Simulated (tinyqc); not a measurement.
Hydrogen passivation and dissociation of interface defects with a spread of activation energies. Changing the anneal time t. Computed by tinyqc, a small Python program. Command: `OMP_NUM_THREADS=1 python tinyqc.py 3026327 3026328 out.jsonl passivation sweep`. One thread of a shared host (Intel(R) Xeon(R) Processor @ 2.30GHz), about 0.02 s of CPU time with the checks.

Active defects P react as P + H2 -> HP + H and HP -> P + H; released atomic hydrogen is removed. All defects start active. Activation energies are normally distributed, independently for the two reactions.

Inputs (values chosen for the exercise, for a model interface):

| quantity | value | unit |
|---|---|---|
| defect density N_0 | 4.7e+12 | cm^-2 |
| mean passivation energy E_f | 1.43 | eV |
| spread s_f | 0.1 | eV |
| prefactor k_f0 | 3.4e-09 | cm^3/s |
| mean dissociation energy E_d | 2.89 | eV |
| spread s_d | 0.049 | eV |
| prefactor k_d0 | 9.7e+12 | 1/s |
| dissolved hydrogen [H2] | 1.2e+17 | cm^-3 |
| anneal temperature T | 740 | K |

Ambient: hydrogen.

Constants: k_B = 8.617333262e-05 eV/K.

Method. a = k_f0 [H2] exp(-E_f/k_B T), b = k_d0 exp(-E_d/k_B T); the active share of one kind of site is b/(a + b) + (a/(a + b)) exp(-(a + b) t). Full average: z from -5 to 5 in steps of 0.125 with normalised weights exp(-z^2/2), energy = mean + spread x z, over both energies.

One run for each value:

| anneal time t (s) | active share | active share, single energy |
|---|---|---|
| 1.00e+00 | 8.461e-01 | 9.283e-01 |
| 6.00e+00 | 5.624e-01 | 6.399e-01 |
| 3.00e+01 | 2.502e-01 | 1.073e-01 |
| 2.00e+02 | 4.444e-02 | 3.053e-06 |
| 1.00e+03 | 4.649e-03 | 2.709e-06 |
| 6.00e+03 | 1.558e-04 | 2.709e-06 |
| 3.00e+04 | 1.484e-05 | 2.709e-06 |
| 1.00e+06 | 1.244e-05 | 2.709e-06 |

Give the missing row, anneal time t (s) = 2.00e+05.

Computed row:
```
anneal time t (s)  active share  active share, single energy
2.00e+05              1.244e-05                    2.709e-06
```

Interpolating between the two neighbouring rows (the first column on a logarithmic scale, the others too where they are positive) misses most in active share, by 8.4 %. Over the rows, active share falls from 0.846 to 1.24e-5; active share, single energy falls from 0.928 to 2.71e-6, flat over part of the range.
